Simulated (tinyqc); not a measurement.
Worked calculation: out-diffusion of a doped substrate or buried layer into a growing epitaxial film. Computed by tinyqc, a small Python program that keeps every step. Command: `OMP_NUM_THREADS=1 python tinyqc.py 3010681 3010682 out.jsonl buried walk`. One thread of a shared host (Intel(R) Xeon(R) Processor @ 2.30GHz), about 0.01 s of CPU time with the checks. Intermediate numbers are printed to about 7 digits and carried at full precision; extremes and crossings named in words are read from the listed rows.

x is counted from the original substrate surface into the film, whose surface moves as x = v t. Substrate dopant has one diffusivity; the dopant of the film is taken as uniform.

Inputs (values chosen for the exercise, modelled on arsenic in silicon):
```
quantity                                            value    unit
prefactor D0                                         8.86  cm^2/s
activation energy E                                     4      eV
substrate concentration C_s                       1.1e+18  1/cm^3
film doping C_e                                   8.5e+15  1/cm^3
growth rate v                                       0.074  um/min
film thickness d                                        5      um
growth temperature T                                 1150       C
autodoping level at the start, as a share of C_s    2e-05       -
decay length of autodoping                           0.33      um
later thermal budget (Dt)2                        5.7e-12    cm^2
```

Film doping: same type as the substrate.

Constants: k_B = 8.617333262e-05 eV/K.

## Scales

D = D0 exp(-E/(k_B T)); growth time t = d/v; l = 2 sqrt(D t); growth number G = v t/l = d/l; 1 um = 1e-4 cm. Temperatures in kelvin are T(C) + 273.15.

diffusivity D = 6.057565e-14 cm^2/s

growth time t = 67.56757 min

length l = 0.3134179 um

growth number G = 15.95314

The surface outruns diffusion, so the film acts as an infinite medium.

## Moving boundary against the simple erfc

For a surface that grows from dopant-free material and loses none by evaporation, with u = x/l and s = G - u: C/C_s = (1/2) [erfc(u) + (1 + 4 G (G + s)) exp(4 G s) erfc(G + s) - (4G/sqrt(pi)) exp(-u^2)]; for large G it tends to (1/2) erfc(u). Early in the growth G = sqrt(v x_s/(4 D)) for the thickness x_s reached so far; rows give C at the interface (u = 0) and at the surface (u = G).

The first stage of growth:
```
G     C/C_s at the interface  C at the surface (1/cm^3)  simple erfc there (1/cm^3)     ratio  thickness x_s (nm)
0.10               0.8240326               8.729299e+17                4.881454e+17  1.788258        1.964616e-01
0.25               0.6796730               6.040422e+17                3.980205e+17  1.517616        1.227885e+00
0.50               0.5771858               3.078448e+17                2.637251e+17  1.167294        4.911540e+00
0.75               0.5380755               1.447556e+17                1.588644e+17  0.911189        1.105096e+01
1.00               0.5209014               6.246914e+16                8.651456e+16  0.722065        1.964616e+01
1.50               0.5079422               8.828887e+15                1.864217e+16  0.473598        4.420386e+01
2.00               0.5037327               8.422085e+14                2.572754e+15  0.327357        7.858463e+01
2.50               0.5020203               5.295583e+13                2.238236e+14  0.236596        1.227885e+02
3.00               0.5012072               2.156316e+12                1.214977e+13  0.177478        1.768154e+02
```

At the interface the value falls from 0.824 towards 1/2 as G grows; among these rows it is within 1 % of 1/2 from G = 2 on. At the surface the ratio to the simple erfc goes from 1.788 to 0.177: a fixed wall would double the value, while fresh undoped material dilutes a fast-moving surface. The surface value drops below C_e = 8.5e15 by the row at 78.6 nm; the finished film has G = 16.0. Caution: rows with a thickness or a length l = x_s/G below about 1 nm are formal for a continuum model.

## Transition width

After growth and the later budget: l2 = 2 sqrt(D t + (Dt)2); C(x) = (C_s/2) erfc(x/l2) + share x C_s exp(-x/decay length) for x > 0 (autodoping taken as unchanged by the later budget). The transition x_t solves C(x) = C_e, where the total doping is twice the intended value. Usable film = d - x_t. Also give x_t for the erfc term alone, after growth and after the later budget.

length l2 = 0.3170344 um

x_t after growth, erfc alone = 0.5366634 um

x_t after the later budget, erfc alone = 0.5428558 um

x_t with autodoping = 0.5428965 um

usable film = 4.457103 um

Solid-state diffusion sets the transition. The later budget is 0.023 times that of the growth.

## Profile in the film

Positions are 0.05, 0.2, 0.4, 0.6, 0.8, 1, 1.25 and 1.5 of x_t with autodoping (any beyond the film thickness are formal); net doping = C + C_e.

Concentrations (1/cm^3):
```
x/x_t     x (um)     diffusion    autodoping    net doping
0.05   0.0271448  4.969924e+17  2.026277e+13  5.055127e+17
0.20   0.1085793  3.454772e+17  1.583170e+13  3.539930e+17
0.40   0.2171586  1.829844e+17  1.139285e+13  1.914958e+17
0.60   0.3257379  8.041727e+16  8.198555e+12  8.892547e+16
0.80   0.4343172  2.898414e+16  5.899866e+12  3.749004e+16
1.00   0.5428965  8.495754e+15  4.245678e+12  1.700000e+16
1.25   0.6786206  1.357737e+15  2.814026e+12  9.860551e+15
1.50   0.8143448  1.543219e+14  1.865130e+12  8.656187e+15
```

Checks made by the program: conservation of dopant by the moving-boundary solution (relative difference below 1e-10).
